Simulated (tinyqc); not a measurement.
Gain against electron density: polytypes and stacking faults of a tetrahedral semiconductor in an axial Ising model with couplings up to third neighbours. Computed by tinyqc, a small Python program. Command: `OMP_NUM_THREADS=1 python tinyqc.py 3023320 3023321 out.jsonl polytype walk`. One thread of a shared host (Intel(R) Xeon(R) Processor @ 2.30GHz), about 0.01 s of CPU time with the checks.

Each double layer has s = +1 or -1 for the sense of its stacking step; E per pair of atoms = E0 - sum_n J_n <s_i s_(i+n)>, n = 1, 2, 3. Hexagonality h = (1 - <s_i s_(i+1)>)/2.

Inputs (values chosen for the exercise, of the order of those of GaN for J, a, G and the gaps):
```
quantity                                    value      unit
J1                                           -5.2  meV/pair
J2                                         -0.411  meV/pair
J3                                          0.083  meV/pair
basal lattice constant a                     3.19  angstrom
binding energy of the fault level E_b        0.06        eV
in-plane mass m                              0.47        m0
effective density of states N_c at 300 K  2.3e+19    1/cm^3
temperature T                                 850         K
```

Host polytype: 2H.

Constants: 1 eV/angstrom^2 = 16.02176634 J/m^2; m_0 = 9.1093837015e-31 kg; hbar = 1.054571817e-34 J s; k_B = 1.380649e-23 J/K; k_B = 8.617333262e-05 eV/K.

Method. Faults in 2H: the sequences I1 (+), I2 (++), E (+++) are put between perfect repeats; k_n = (layers x C_n of the host) - sum_i s_i s_(i+n). gamma = sum k_n J_n/A, A = (sqrt 3/2) a^2; 1 meV/angstrom^2 = 16.02177 mJ/m^2. The fault binds electrons in a two-dimensional band E_b below the conduction edge, g2 = m m0/(pi hbar^2) for one valley. With the Fermi level held by the bulk, eta = ln[n/N_c(T)], N_c(T) = N_c (T/300)^1.5, the grand potential falls by g2 (k_B T)^2 F1(x), x = eta + E_b/(k_B T), F1(x) = integral from 0 to infinity of ln(1 + exp(x - t)) dt; sheet density g2 k_B T ln(1 + e^x). Band bending by the trapped charge is left out, so the gain is an upper bound.

fault coefficients k_n:
```
    J1  J2  J3
I1  -2   4  -6
I2  -4   4  -4
E   -6   4  -6
```

energy of the glide fault, I2 = 34.2224 mJ/m^2

At T:
```
n (1/cm^3)        x  sheet density (1/cm^2)  gain (mJ/m^2)  gain/gamma  gain/gamma at T + 200 K
1.00e+14    -13.089              2.9741e+07     3.4903e-06  1.0199e-07               9.6979e-08
1.00e+15    -10.786              2.9741e+08     3.4903e-05  1.0199e-06               9.6979e-07
1.00e+16     -8.484              2.9738e+09     3.4901e-04  1.0198e-05               9.6976e-06
1.00e+17     -6.181              2.9711e+10     3.4885e-03  1.0194e-04               9.6948e-05
1.00e+18     -3.879              2.9438e+11     3.4724e-02  1.0147e-03               9.6668e-04
5.00e+18     -2.269              1.4151e+12     1.7020e-01  4.9734e-03               4.7730e-03
2.00e+19     -0.883              4.9780e+12     6.3670e-01  1.8605e-02               1.8271e-02
```

What does the comparison show, and why?

For x well below 0 the gain is k_B T times the sheet density and linear in n; for x well above 0 the well fills and the gain grows only about as x^2. It stays below the fault energy in all rows; 200 K more changes it by a factor 0.95 at 1e16.
